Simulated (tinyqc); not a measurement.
ROHF in the 6-31g basis, for H4+, spin multiplicity 2, step by step (part 1 of 3). Computed by tinyqc, a small Python program that keeps every step (integrals from PySCF). Settings: charge = 1, multiplicity = 2, basis = 6-31g, energy threshold = 1e-08, iteration cap = 60, orthogonalisation = canonical, start = atomic densities, DIIS depth = 0, method = ROHF. Command: `OMP_NUM_THREADS=1 python tinyqc.py 31724 31725 out.jsonl` (the two numbers bound the seeds that draw the settings). One thread of a shared host (Intel(R) Xeon(R) Processor @ 2.60GHz), about 0.06 s of CPU time with the checks. Later iterations appear only in the table of the cycle.

## One-electron integrals

Geometry (angstrom):
```
atom        x        y        z
H     0.00000  0.00000  0.00000
H     0.00000  0.00000  1.59100
H     0.00000  2.01600  0.00000
H     0.00000  2.01600  1.59100
```

Basis 6-31g: exponents (1/bohr^2) and contraction coefficients of normalised primitives:
```
element  l (shell)  exponent  coefficient
H            s (1)  18.73114      0.03349
H            s (1)   2.82539      0.23473
H            s (1)   0.64012      0.81376
H            s (2)   0.16128      1.00000
```

Overlap, kinetic and nuclear-attraction integrals over the contracted functions; the nuclear repulsion is the sum of Za Zb / Rab.

nuclear repulsion = 1.6022940 hartree

overlap S:
```
         1H 1s    1H 2s    2H 1s    2H 2s    3H 1s    3H 2s    4H 1s    4H 2s
1H 1s  1.00000  0.65829  0.03906  0.20094  0.00650  0.09814  0.00035  0.03014
1H 2s  0.65829  1.00000  0.20094  0.48243  0.09814  0.31025  0.03014  0.14967
2H 1s  0.03906  0.20094  1.00000  0.65829  0.00035  0.03014  0.00650  0.09814
2H 2s  0.20094  0.48243  0.65829  1.00000  0.03014  0.14967  0.09814  0.31025
3H 1s  0.00650  0.09814  0.00035  0.03014  1.00000  0.65829  0.03906  0.20094
3H 2s  0.09814  0.31025  0.03014  0.14967  0.65829  1.00000  0.20094  0.48243
4H 1s  0.00035  0.03014  0.00650  0.09814  0.03906  0.20094  1.00000  0.65829
4H 2s  0.03014  0.14967  0.09814  0.31025  0.20094  0.48243  0.65829  1.00000
```

kinetic energy T (hartree):
```
          1H 1s     1H 2s     2H 1s     2H 2s     3H 1s     3H 2s     4H 1s     4H 2s
1H 1s   1.39568   0.25974  -0.04078   0.01644  -0.01367  -0.01035  -0.00138  -0.01241
1H 2s   0.25974   0.24192   0.01644   0.05999  -0.01035   0.01649  -0.01241  -0.00964
2H 1s  -0.04078   0.01644   1.39568   0.25974  -0.00138  -0.01241  -0.01367  -0.01035
2H 2s   0.01644   0.05999   0.25974   0.24192  -0.01241  -0.00964  -0.01035   0.01649
3H 1s  -0.01367  -0.01035  -0.00138  -0.01241   1.39568   0.25974  -0.04078   0.01644
3H 2s  -0.01035   0.01649  -0.01241  -0.00964   0.25974   0.24192   0.01644   0.05999
4H 1s  -0.00138  -0.01241  -0.01367  -0.01035  -0.04078   0.01644   1.39568   0.25974
4H 2s  -0.01241  -0.00964  -0.01035   0.01649   0.01644   0.05999   0.25974   0.24192
```

nuclear attraction V (hartree):
```
          1H 1s     1H 2s     2H 1s     2H 2s     3H 1s     3H 2s     4H 1s     4H 2s
1H 1s  -2.45438  -1.26967  -0.07185  -0.38367  -0.01054  -0.18067  -0.00058  -0.05560
1H 2s  -1.26967  -1.43616  -0.38367  -0.73131  -0.18067  -0.45829  -0.05560  -0.23407
2H 1s  -0.07185  -0.38367  -2.45438  -1.26967  -0.00058  -0.05560  -0.01054  -0.18067
2H 2s  -0.38367  -0.73131  -1.26967  -1.43616  -0.05560  -0.23407  -0.18067  -0.45829
3H 1s  -0.01054  -0.18067  -0.00058  -0.05560  -2.45438  -1.26967  -0.07185  -0.38367
3H 2s  -0.18067  -0.45829  -0.05560  -0.23407  -1.26967  -1.43616  -0.38367  -0.73131
4H 1s  -0.00058  -0.05560  -0.01054  -0.18067  -0.07185  -0.38367  -2.45438  -1.26967
4H 2s  -0.05560  -0.23407  -0.18067  -0.45829  -0.38367  -0.73131  -1.26967  -1.43616
```

core Hamiltonian H = T + V (hartree):
```
          1H 1s     1H 2s     2H 1s     2H 2s     3H 1s     3H 2s     4H 1s     4H 2s
1H 1s  -1.05870  -1.00994  -0.11263  -0.36724  -0.02421  -0.19102  -0.00196  -0.06801
1H 2s  -1.00994  -1.19424  -0.36724  -0.67132  -0.19102  -0.44180  -0.06801  -0.24371
2H 1s  -0.11263  -0.36724  -1.05870  -1.00994  -0.00196  -0.06801  -0.02421  -0.19102
2H 2s  -0.36724  -0.67132  -1.00994  -1.19424  -0.06801  -0.24371  -0.19102  -0.44180
3H 1s  -0.02421  -0.19102  -0.00196  -0.06801  -1.05870  -1.00994  -0.11263  -0.36724
3H 2s  -0.19102  -0.44180  -0.06801  -0.24371  -1.00994  -1.19424  -0.36724  -0.67132
4H 1s  -0.00196  -0.06801  -0.02421  -0.19102  -0.11263  -0.36724  -1.05870  -1.00994
4H 2s  -0.06801  -0.24371  -0.19102  -0.44180  -0.36724  -0.67132  -1.00994  -1.19424
```

## Two-electron integrals

Functions are numbered as in S; the eight-fold symmetry (ij|kl) = (ji|kl) = (kl|ij) leaves the list below.

Two-electron integrals (ij|kl) in chemists' order, unique and non-zero (hartree):
```
(11|11) 1.07657    (21|11) 0.57847    (21|21) 0.32942    (22|11) 0.58740
(22|21) 0.36130    (22|22) 0.45315    (31|11) 0.02446    (31|21) 0.01507
(31|22) 0.01872    (31|31) 0.00137    (32|11) 0.08145    (32|21) 0.05284
(32|22) 0.07442    (32|31) 0.00549    (32|32) 0.03009    (33|11) 0.33250
(33|21) 0.21855    (33|22) 0.32352    (33|31) 0.02446    (33|32) 0.16504
(33|33) 1.07657    (41|11) 0.16504    (41|21) 0.09545    (41|22) 0.10728
(41|31) 0.00549    (41|32) 0.01963    (41|33) 0.08145    (41|41) 0.03009
(42|11) 0.23466    (42|21) 0.14756    (42|22) 0.19472    (42|31) 0.01078
(42|32) 0.04946    (42|33) 0.23466    (42|41) 0.04946    (42|42) 0.10546
(43|11) 0.21855    (43|21) 0.14331    (43|22) 0.21037    (43|31) 0.01507
(43|32) 0.09545    (43|33) 0.57847    (43|41) 0.05284    (43|42) 0.14756
(43|43) 0.32942    (44|11) 0.32352    (44|21) 0.21037    (44|22) 0.30343
(44|31) 0.01872    (44|32) 0.10728    (44|33) 0.58740    (44|41) 0.07442
(44|42) 0.19472    (44|43) 0.36130    (44|44) 0.45315    (51|11) 0.00335
(51|21) 0.00213    (51|22) 0.00283    (51|31) 0.00010    (51|32) 0.00042
(51|33) 0.00182    (51|41) 0.00063    (51|42) 0.00119    (51|43) 0.00120
(51|44) 0.00181    (51|51) 3.78e-05   (52|11) 0.03178    (52|21) 0.02084
(52|22) 0.03067    (52|31) 0.00112    (52|32) 0.00501    (52|33) 0.02277
(52|41) 0.00626    (52|42) 0.01352    (52|43) 0.01499    (52|44) 0.02269
(52|51) 0.00041    (52|52) 0.00711    (53|11) 0.00015    (53|21) 0.00009
(53|22) 0.00013    (53|31) 6.99e-06   (53|32) 3.23e-05   (53|33) 0.00015
(53|41) 3.23e-05   (53|42) 0.00007    (53|43) 0.00009    (53|44) 0.00013
(53|51) 1.39e-06   (53|52) 1.71e-05   (53|53) 1.13e-07   (54|11) 0.00961
(54|21) 0.00630    (54|22) 0.00930    (54|31) 0.00037    (54|32) 0.00168
(54|33) 0.00769    (54|41) 0.00196    (54|42) 0.00439    (54|43) 0.00506
(54|44) 0.00763    (54|51) 0.00012    (54|52) 0.00208    (54|53) 6.16e-06
(54|54) 0.00066    (55|11) 0.26249    (55|21) 0.17278    (55|22) 0.26111
(55|31) 0.00953    (55|32) 0.04440    (55|33) 0.20605    (55|41) 0.05214
(55|42) 0.11747    (55|43) 0.13564    (55|44) 0.20597    (55|51) 0.00335
(55|52) 0.07746    (55|53) 0.00015    (55|54) 0.02232    (55|55) 1.07657
(61|11) 0.07746    (61|21) 0.04519    (61|22) 0.05153    (61|31) 0.00210
(61|32) 0.00758    (61|33) 0.03166    (61|41) 0.01315    (61|42) 0.02118
(61|43) 0.02078    (61|44) 0.03062    (61|51) 0.00041    (61|52) 0.00395
(61|53) 1.71e-05   (61|54) 0.00118    (61|55) 0.03178    (61|61) 0.00711
(62|11) 0.13660    (62|21) 0.08678    (62|22) 0.11738    (62|31) 0.00459
(62|32) 0.01943    (62|33) 0.08638    (62|41) 0.02593    (62|42) 0.05131
(62|43) 0.05654    (62|44) 0.08340    (62|51) 0.00115    (62|52) 0.01493
(62|53) 0.00005    (62|54) 0.00448    (62|55) 0.13660    (62|61) 0.01493
(62|62) 0.04362    (63|11) 0.01176    (63|21) 0.00765    (63|22) 0.01087
(63|31) 0.00076    (63|32) 0.00416    (63|33) 0.02232    (63|41) 0.00281
(63|42) 0.00713    (63|43) 0.01320    (63|44) 0.01540    (63|51) 0.00007
(63|52) 0.00087    (63|53) 6.16e-06   (63|54) 0.00030    (63|55) 0.00769
(63|61) 0.00118    (63|62) 0.00323    (63|63) 0.00066    (64|11) 0.05708
(64|21) 0.03672    (64|22) 0.05131    (64|31) 0.00254    (64|32) 0.01208
(64|33) 0.05708    (64|41) 0.01208    (64|42) 0.02732    (64|43) 0.03672
(64|44) 0.05131    (64|51) 0.00046    (64|52) 0.00620    (64|53) 3.03e-05
(64|54) 0.00208    (64|55) 0.05708    (64|61) 0.00620    (64|62) 0.01874
(64|63) 0.00208    (64|64) 0.01015    (65|11) 0.17278    (65|21) 0.11369
(65|22) 0.17123    (65|31) 0.00627    (65|32) 0.02923    (65|33) 0.13564
(65|41) 0.03431    (65|42) 0.07715    (65|43) 0.08929    (65|44) 0.13552
(65|51) 0.00213    (65|52) 0.04519    (65|53) 0.00009    (65|54) 0.01320
(65|55) 0.57847    (65|61) 0.02084    (65|62) 0.08678    (65|63) 0.00506
(65|64) 0.03672    (65|65) 0.32942    (66|11) 0.26111    (66|21) 0.17123
(66|22) 0.25449    (66|31) 0.00950    (66|32) 0.04431    (66|33) 0.20597
(66|41) 0.05171    (66|42) 0.11544    (66|43) 0.13552    (66|44) 0.20485
(66|51) 0.00283    (66|52) 0.05153    (66|53) 0.00013    (66|54) 0.01540
(66|55) 0.58740    (66|61) 0.03067    (66|62) 0.11738    (66|63) 0.00763
(66|64) 0.05131    (66|65) 0.36130    (66|66) 0.45315    (71|11) 0.00015
(71|21) 0.00009    (71|22) 0.00013    (71|31) 6.99e-06   (71|32) 3.23e-05
(71|33) 0.00015    (71|41) 3.23e-05   (71|42) 0.00007    (71|43) 0.00009
(71|44) 0.00013    (71|51) 1.39e-06   (71|52) 1.71e-05   (71|53) 1.13e-07
(71|54) 6.15e-06   (71|55) 0.00015    (71|61) 1.71e-05   (71|62) 0.00005
(71|63) 6.15e-06   (71|64) 3.03e-05   (71|65) 0.00009    (71|66) 0.00013
(71|71) 1.13e-07   (72|11) 0.00769    (72|21) 0.00506    (72|22) 0.00763
(72|31) 0.00037    (72|32) 0.00196    (72|33) 0.00961    (72|41) 0.00168
(72|42) 0.00439    (72|43) 0.00630    (72|44) 0.00930    (72|51) 0.00007
(72|52) 0.00118    (72|53) 6.15e-06   (72|54) 0.00044    (72|55) 0.01176
(72|61) 0.00087    (72|62) 0.00323    (72|63) 0.00037    (72|64) 0.00208
(72|65) 0.00765    (72|66) 0.01087    (72|71) 6.16e-06   (72|72) 0.00066
(73|11) 0.00182    (73|21) 0.00120    (73|22) 0.00181    (73|31) 0.00010
(73|32) 0.00063    (73|33) 0.00335    (73|41) 0.00042    (73|42) 0.00119
(73|43) 0.00213    (73|44) 0.00283    (73|51) 1.40e-05   (73|52) 0.00020
(73|53) 1.39e-06   (73|54) 0.00007    (73|55) 0.00182    (73|61) 0.00020
(73|62) 0.00065    (73|63) 0.00012    (73|64) 0.00046    (73|65) 0.00120
(73|66) 0.00181    (73|71) 1.39e-06   (73|72) 0.00012    (73|73) 3.78e-05
(74|11) 0.02277    (74|21) 0.01499    (74|22) 0.02269    (74|31) 0.00112
(74|32) 0.00626    (74|33) 0.03178    (74|41) 0.00501    (74|42) 0.01352
(74|43) 0.02084    (74|44) 0.03067    (74|51) 0.00020    (74|52) 0.00318
(74|53) 1.71e-05   (74|54) 0.00118    (74|55) 0.03166    (74|61) 0.00252
(74|62) 0.00916    (74|63) 0.00118    (74|64) 0.00620    (74|65) 0.02078
(74|66) 0.03062    (74|71) 1.71e-05   (74|72) 0.00208    (74|73) 0.00041
(74|74) 0.00711    (75|11) 0.00953    (75|21) 0.00627    (75|22) 0.00950
(75|31) 0.00040    (75|32) 0.00200    (75|33) 0.00953    (75|41) 0.00200
(75|42) 0.00491    (75|43) 0.00627    (75|44) 0.00950    (75|51) 0.00010
(75|52) 0.00210    (75|53) 6.99e-06   (75|54) 0.00076    (75|55) 0.02446
(75|61) 0.00112    (75|62) 0.00459    (75|63) 0.00037    (75|64) 0.00254
(75|65) 0.01507    (75|66) 0.01872    (75|71) 6.99e-06   (75|72) 0.00076
(75|73) 0.00010    (75|74) 0.00210    (75|75) 0.00137    (76|11) 0.04440
(76|21) 0.02923    (76|22) 0.04431    (76|31) 0.00200    (76|32) 0.01058
(76|33) 0.05214    (76|41) 0.00950    (76|42) 0.02451    (76|43) 0.03431
(76|44) 0.05171    (76|51) 0.00042    (76|52) 0.00758    (76|53) 3.23e-05
(76|54) 0.00281    (76|55) 0.08145    (76|61) 0.00501    (76|62) 0.01943
(76|63) 0.00196    (76|64) 0.01208    (76|65) 0.05284    (76|66) 0.07442
(76|71) 3.23e-05   (76|72) 0.00416    (76|73) 0.00063    (76|74) 0.01315
(76|75) 0.00549    (76|76) 0.03009    (77|11) 0.20605    (77|21) 0.13564
(77|22) 0.20597    (77|31) 0.00953    (77|32) 0.05214    (77|33) 0.26249
(77|41) 0.04440    (77|42) 0.11747    (77|43) 0.17278    (77|44) 0.26111
(77|51) 0.00182    (77|52) 0.03166    (77|53) 0.00015    (77|54) 0.01176
(77|55) 0.33250    (77|61) 0.02277    (77|62) 0.08638    (77|63) 0.00961
(77|64) 0.05708    (77|65) 0.21855    (77|66) 0.32352    (77|71) 0.00015
(77|72) 0.02232    (77|73) 0.00335    (77|74) 0.07746    (77|75) 0.02446
(77|76) 0.16504    (77|77) 1.07657    (81|11) 0.02232    (81|21) 0.01320
(81|22) 0.01540    (81|31) 0.00076    (81|32) 0.00281    (81|33) 0.01176
(81|41) 0.00416    (81|42) 0.00713    (81|43) 0.00765    (81|44) 0.01087
(81|51) 0.00012    (81|52) 0.00118    (81|53) 6.15e-06   (81|54) 0.00037
(81|55) 0.00961    (81|61) 0.00208    (81|62) 0.00448    (81|63) 0.00044
(81|64) 0.00208    (81|65) 0.00630    (81|66) 0.00930    (81|71) 6.16e-06
(81|72) 0.00030    (81|73) 0.00007    (81|74) 0.00087    (81|75) 0.00037
(81|76) 0.00168    (81|77) 0.00769    (81|81) 0.00066    (82|11) 0.05708
(82|21) 0.03672    (82|22) 0.05131    (82|31) 0.00254    (82|32) 0.01208
(82|33) 0.05708    (82|41) 0.01208    (82|42) 0.02732    (82|43) 0.03672
(82|44) 0.05131    (82|51) 0.00046    (82|52) 0.00620    (82|53) 3.03e-05
(82|54) 0.00208    (82|55) 0.05708    (82|61) 0.00620    (82|62) 0.01874
(82|63) 0.00208    (82|64) 0.01015    (82|65) 0.03672    (82|66) 0.05131
(82|71) 3.03e-05   (82|72) 0.00208    (82|73) 0.00046    (82|74) 0.00620
(82|75) 0.00254    (82|76) 0.01208    (82|77) 0.05708    (82|81) 0.00208
(82|82) 0.01015    (83|11) 0.03166    (83|21) 0.02078    (83|22) 0.03062
(83|31) 0.00210    (83|32) 0.01315    (83|33) 0.07746    (83|41) 0.00758
(83|42) 0.02118    (83|43) 0.04519    (83|44) 0.05153    (83|51) 0.00020
(83|52) 0.00252    (83|53) 1.71e-05   (83|54) 0.00087    (83|55) 0.02277
(83|61) 0.00318    (83|62) 0.00916    (83|63) 0.00208    (83|64) 0.00620
(83|65) 0.01499    (83|66) 0.02269    (83|71) 1.71e-05   (83|72) 0.00118
(83|73) 0.00041    (83|74) 0.00395    (83|75) 0.00112    (83|76) 0.00626
(83|77) 0.03178    (83|81) 0.00118    (83|82) 0.00620    (83|83) 0.00711
(84|11) 0.08638    (84|21) 0.05654    (84|22) 0.08340    (84|31) 0.00459
(84|32) 0.02593    (84|33) 0.13660    (84|41) 0.01943    (84|42) 0.05131
(84|43) 0.08678    (84|44) 0.11738    (84|51) 0.00065    (84|52) 0.00916
(84|53) 0.00005    (84|54) 0.00323    (84|55) 0.08638    (84|61) 0.00916
(84|62) 0.02921    (84|63) 0.00448    (84|64) 0.01874    (84|65) 0.05654
(84|66) 0.08340    (84|71) 0.00005    (84|72) 0.00448    (84|73) 0.00115
(84|74) 0.01493    (84|75) 0.00459    (84|76) 0.02593    (84|77) 0.13660
(84|81) 0.00323    (84|82) 0.01874    (84|83) 0.01493    (84|84) 0.04362
(85|11) 0.05214    (85|21) 0.03431    (85|22) 0.05171    (85|31) 0.00200
(85|32) 0.00950    (85|33) 0.04440    (85|41) 0.01058    (85|42) 0.02451
(85|43) 0.02923    (85|44) 0.04431    (85|51) 0.00063    (85|52) 0.01315
(85|53) 3.23e-05   (85|54) 0.00416    (85|55) 0.16504    (85|61) 0.00626
(85|62) 0.02593    (85|63) 0.00168    (85|64) 0.01208    (85|65) 0.09545
(85|66) 0.10728    (85|71) 3.23e-05   (85|72) 0.00281    (85|73) 0.00042
(85|74) 0.00758    (85|75) 0.00549    (85|76) 0.01963    (85|77) 0.08145
(85|81) 0.00196    (85|82) 0.01208    (85|83) 0.00501    (85|84) 0.01943
(85|85) 0.03009    (86|11) 0.11747    (86|21) 0.07715    (86|22) 0.11544
(86|31) 0.00491    (86|32) 0.02451    (86|33) 0.11747    (86|41) 0.02451
(86|42) 0.05923    (86|43) 0.07715    (86|44) 0.11544    (86|51) 0.00119
(86|52) 0.02118    (86|53) 0.00007    (86|54) 0.00713    (86|55) 0.23466
(86|61) 0.01352    (86|62) 0.05131    (86|63) 0.00439    (86|64) 0.02732
(86|65) 0.14756    (86|66) 0.19472    (86|71) 0.00007    (86|72) 0.00713
(86|73) 0.00119    (86|74) 0.02118    (86|75) 0.01078    (86|76) 0.04946
(86|77) 0.23466    (86|81) 0.00439    (86|82) 0.02732    (86|83) 0.01352
(86|84) 0.05131    (86|85) 0.04946    (86|86) 0.10546    (87|11) 0.13564
(87|21) 0.08929    (87|22) 0.13552    (87|31) 0.00627    (87|32) 0.03431
(87|33) 0.17278    (87|41) 0.02923    (87|42) 0.07715    (87|43) 0.11369
(87|44) 0.17123    (87|51) 0.00120    (87|52) 0.02078    (87|53) 0.00009
(87|54) 0.00765    (87|55) 0.21855    (87|61) 0.01499    (87|62) 0.05654
(87|63) 0.00630    (87|64) 0.03672    (87|65) 0.14331    (87|66) 0.21037
(87|71) 0.00009    (87|72) 0.01320    (87|73) 0.00213    (87|74) 0.04519
(87|75) 0.01507    (87|76) 0.09545    (87|77) 0.57847    (87|81) 0.00506
(87|82) 0.03672    (87|83) 0.02084    (87|84) 0.08678    (87|85) 0.05284
(87|86) 0.14756    (87|87) 0.32942    (88|11) 0.20597    (88|21) 0.13552
(88|22) 0.20485    (88|31) 0.00950    (88|32) 0.05171    (88|33) 0.26111
(88|41) 0.04431    (88|42) 0.11544    (88|43) 0.17123    (88|44) 0.25449
(88|51) 0.00181    (88|52) 0.03062    (88|53) 0.00013    (88|54) 0.01087
(88|55) 0.32352    (88|61) 0.02269    (88|62) 0.08340    (88|63) 0.00930
(88|64) 0.05131    (88|65) 0.21037    (88|66) 0.30343    (88|71) 0.00013
(88|72) 0.01540    (88|73) 0.00283    (88|74) 0.05153    (88|75) 0.01872
(88|76) 0.10728    (88|77) 0.58740    (88|81) 0.00763    (88|82) 0.05131
(88|83) 0.03067    (88|84) 0.11738    (88|85) 0.07442    (88|86) 0.19472
(88|87) 0.36130    (88|88) 0.45315
```

## Orthogonalisation

S = U s U^T; canonical form X = U s^(-1/2), so that X^T S X = 1. Each column of U has its largest component positive (the first on a tie).

eigenvalues of S: 0.16504  0.27777  0.29638  0.40966  1.14674  1.36746  1.75833  2.57860

X:
```
              1         2         3         4         5         6         7        8
1H 1s  -0.54422  -0.57506  -0.64727   0.65669   0.41879   0.34007   0.26751  0.16864
1H 2s   1.10389   0.75455   0.65158  -0.42310   0.20646   0.25918   0.26574  0.26175
2H 1s   0.54422   0.57506  -0.64727   0.65669  -0.41879  -0.34007   0.26751  0.16864
2H 2s  -1.10389  -0.75455   0.65158  -0.42310  -0.20646  -0.25918   0.26574  0.26175
3H 1s   0.54422  -0.57506   0.64727   0.65669  -0.41879   0.34007  -0.26751  0.16864
3H 2s  -1.10389   0.75455  -0.65158  -0.42310  -0.20646   0.25918  -0.26574  0.26175
4H 1s  -0.54422   0.57506   0.64727   0.65669   0.41879  -0.34007  -0.26751  0.16864
4H 2s   1.10389  -0.75455  -0.65158  -0.42310   0.20646  -0.25918  -0.26574  0.26175
```

## Starting guess

The start is atomic minimal-basis densities projected into this basis (PySCF's MINAO start) and scaled to the electron count of each spin; this density is not idempotent, so its energy is not variational and may lie below the converged one.

D(alpha) at the start:
```
          1H 1s    1H 2s     2H 1s    2H 2s     3H 1s    3H 2s     4H 1s    4H 2s
1H 1s   0.13687  0.14786  -0.00436  0.00161  -0.00322  0.00186  -0.00094  0.00105
1H 2s   0.14786  0.16029   0.00161  0.00877   0.00186  0.00799   0.00105  0.00387
2H 1s  -0.00436  0.00161   0.13687  0.14786  -0.00094  0.00105  -0.00322  0.00186
2H 2s   0.00161  0.00877   0.14786  0.16029   0.00105  0.00387   0.00186  0.00799
3H 1s  -0.00322  0.00186  -0.00094  0.00105   0.13687  0.14786  -0.00436  0.00161
3H 2s   0.00186  0.00799   0.00105  0.00387   0.14786  0.16029   0.00161  0.00877
4H 1s  -0.00094  0.00105  -0.00322  0.00186  -0.00436  0.00161   0.13687  0.14786
4H 2s   0.00105  0.00387   0.00186  0.00799   0.00161  0.00877   0.14786  0.16029
```

D(beta) at the start:
```
          1H 1s    1H 2s     2H 1s    2H 2s     3H 1s    3H 2s     4H 1s    4H 2s
1H 1s   0.06843  0.07393  -0.00218  0.00081  -0.00161  0.00093  -0.00047  0.00053
1H 2s   0.07393  0.08014   0.00081  0.00438   0.00093  0.00400   0.00053  0.00194
2H 1s  -0.00218  0.00081   0.06843  0.07393  -0.00047  0.00053  -0.00161  0.00093
2H 2s   0.00081  0.00438   0.07393  0.08014   0.00053  0.00194   0.00093  0.00400
3H 1s  -0.00161  0.00093  -0.00047  0.00053   0.06843  0.07393  -0.00218  0.00081
3H 2s   0.00093  0.00400   0.00053  0.00194   0.07393  0.08014   0.00081  0.00438
4H 1s  -0.00047  0.00053  -0.00161  0.00093  -0.00218  0.00081   0.06843  0.07393
4H 2s   0.00053  0.00194   0.00093  0.00400   0.00081  0.00438   0.07393  0.08014
```
